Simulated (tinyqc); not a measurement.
UHF in the 6-31g basis, for H4+, spin multiplicity 2, step by step. One step of it, computed by the program tinyqc.

Question. Iteration 13 (converged): orbitals. Diagonalise F' = X^T F X, C = X C', fill 2 alpha and 1 beta electrons from the bottom; D(s) = C_occ C_occ^T. Each column has its largest component positive (the first on a tie).

converged F(alpha) (hartree), lower triangle:
```
           1H 1s      1H 2s      2H 1s      2H 2s      3H 1s      3H 2s      4H 1s      4H 2s
1H 1s  -0.382126
1H 2s  -0.701161  -0.629418
2H 1s  -0.430159  -0.503282  -0.246089
2H 2s  -0.534009  -0.573423  -0.637552  -0.656071
3H 1s  -0.016874  -0.077939  -0.198817  -0.326886  -0.246085
3H 2s  -0.114121  -0.198348  -0.326887  -0.428006  -0.637549  -0.656069
4H 1s   0.013804   0.001964  -0.016874  -0.114120  -0.430158  -0.534009  -0.382125
4H 2s   0.001964  -0.029935  -0.077939  -0.198348  -0.503281  -0.573422  -0.701161  -0.629418
```

converged F(beta) (hartree), lower triangle:
```
           1H 1s      1H 2s      2H 1s      2H 2s      3H 1s      3H 2s      4H 1s      4H 2s
1H 1s   0.041619
1H 2s  -0.369733  -0.346739
2H 1s  -0.275294  -0.382068  -0.219752
2H 2s  -0.319446  -0.408437  -0.612434  -0.614350
3H 1s  -0.047700  -0.136869  -0.302438  -0.421297  -0.219754
3H 2s  -0.110789  -0.229451  -0.421296  -0.508681  -0.612436  -0.614351
4H 1s  -0.013819  -0.030552  -0.047700  -0.110789  -0.275295  -0.319446   0.041622
4H 2s  -0.030552  -0.076244  -0.136869  -0.229451  -0.382070  -0.408438  -0.369732  -0.346738
```

X, lower triangle:
```
           1H 1s      1H 2s      2H 1s      2H 2s      3H 1s      3H 2s      4H 1s     4H 2s
1H 1s   1.254865
1H 2s  -0.496562   1.689770
2H 1s  -0.006222   0.073937   1.278440
2H 2s   0.006122  -0.849745  -0.611040   2.323267
3H 1s  -0.011003  -0.006728   0.011077   0.088294   1.278440
3H 2s   0.045033   0.329088   0.088294  -1.051000  -0.611040   2.323267
4H 1s  -0.001196  -0.016695  -0.011003   0.045033  -0.006222   0.006122   1.254865
4H 2s  -0.016695  -0.104572  -0.006728   0.329088   0.073937  -0.849745  -0.496562  1.689770
```

Give: F' = X^T F X; orbital energies; coefficients C; F' = X^T F X; orbital energies; coefficients C; D(alpha) after iteration 13; D(beta) after iteration 13.

Answer.

F' = X^T F X (alpha) (hartree), lower triangle:
```
        1       2       3       4       5       6       7       8
1   0.111
2  -0.609  -0.029
3  -0.192  -0.108   0.268
4  -0.187  -0.230  -0.631   0.114
5   0.002   0.018  -0.044  -0.046   0.268
6   0.056  -0.016  -0.046  -0.204  -0.631   0.114
7   0.002  -0.009   0.002   0.056  -0.192  -0.187   0.111
8  -0.009   0.019   0.018  -0.016  -0.108  -0.230  -0.609  -0.029
```

orbital energies (alpha) (hartree): MO1 -0.933, MO2 -0.839, MO3 -0.265, MO4 -0.016, MO5 0.603, MO6 0.641, MO7 0.831, MO8 0.905

coefficients C (alpha):
```
         MO1     MO2     MO3     MO4     MO5     MO6     MO7     MO8
1H 1s  0.234  -0.288   0.228   0.115   0.738   0.899   0.517  -0.006
1H 2s  0.205  -0.244   0.604   0.933  -0.704  -0.981  -0.789   0.728
2H 1s  0.217  -0.165  -0.178  -0.250   0.483  -0.014  -0.811   0.980
2H 2s  0.187  -0.298  -0.494  -1.415  -0.238   0.285   0.865  -2.112
3H 1s  0.217   0.165  -0.178   0.250   0.483   0.014  -0.811  -0.980
3H 2s  0.187   0.298  -0.494   1.415  -0.238  -0.285   0.865   2.112
4H 1s  0.234   0.288   0.228  -0.115   0.738  -0.899   0.517   0.006
4H 2s  0.205   0.244   0.604  -0.933  -0.704   0.981  -0.789  -0.728
```

F' = X^T F X (beta) (hartree), lower triangle:
```
        1       2       3       4       5       6       7      8
1   0.438
2  -0.465   0.090
3  -0.116  -0.059   0.283
4  -0.096  -0.171  -0.627   0.120
5  -0.012   0.001  -0.104  -0.108   0.283
6   0.043  -0.034  -0.108  -0.275  -0.627   0.120
7  -0.008  -0.020  -0.012   0.043  -0.116  -0.096   0.438
8  -0.020   0.006   0.001  -0.034  -0.059  -0.171  -0.465  0.090
```

orbital energies (beta) (hartree): MO1 -0.833, MO2 -0.391, MO3 -0.160, MO4 0.038, MO5 0.668, MO6 0.750, MO7 0.874, MO8 0.914

coefficients C (beta):
```
         MO1     MO2     MO3     MO4     MO5     MO6     MO7     MO8
1H 1s  0.092  -0.187   0.200   0.081   0.625  -0.929  -0.692  -0.022
1H 2s  0.025  -0.264   0.737   1.009  -0.447   0.887   0.885   0.741
2H 1s  0.266  -0.184  -0.100  -0.232   0.658  -0.007   0.676   0.981
2H 2s  0.340  -0.382  -0.408  -1.412  -0.451  -0.201  -0.773  -2.110
3H 1s  0.266   0.184  -0.100   0.232   0.658   0.007   0.676  -0.981
3H 2s  0.340   0.382  -0.408   1.412  -0.451   0.201  -0.773   2.110
4H 1s  0.092   0.187   0.200  -0.081   0.625   0.929  -0.693   0.022
4H 2s  0.025   0.264   0.737  -1.009  -0.447  -0.887   0.885  -0.741
```

D(alpha) after iteration 13, lower triangle:
```
        1H 1s   1H 2s   2H 1s   2H 2s  3H 1s  3H 2s  4H 1s  4H 2s
1H 1s   0.138
1H 2s   0.118   0.102
2H 1s   0.098   0.085   0.074
2H 2s   0.129   0.111   0.090   0.124
3H 1s   0.003   0.004   0.020  -0.008  0.074
3H 2s  -0.042  -0.034  -0.008  -0.053  0.090  0.124
4H 1s  -0.028  -0.022   0.003  -0.042  0.098  0.129  0.138
4H 2s  -0.022  -0.017   0.004  -0.034  0.085  0.111  0.118  0.102
```

D(beta) after iteration 13, lower triangle:
```
       1H 1s  1H 2s  2H 1s  2H 2s  3H 1s  3H 2s  4H 1s  4H 2s
1H 1s  0.008
1H 2s  0.002  0.001
2H 1s  0.024  0.007  0.071
2H 2s  0.031  0.009  0.090  0.116
3H 1s  0.024  0.007  0.071  0.090  0.071
3H 2s  0.031  0.009  0.090  0.116  0.090  0.116
4H 1s  0.008  0.002  0.024  0.031  0.024  0.031  0.008
4H 2s  0.002  0.001  0.007  0.009  0.007  0.009  0.002  0.001
```
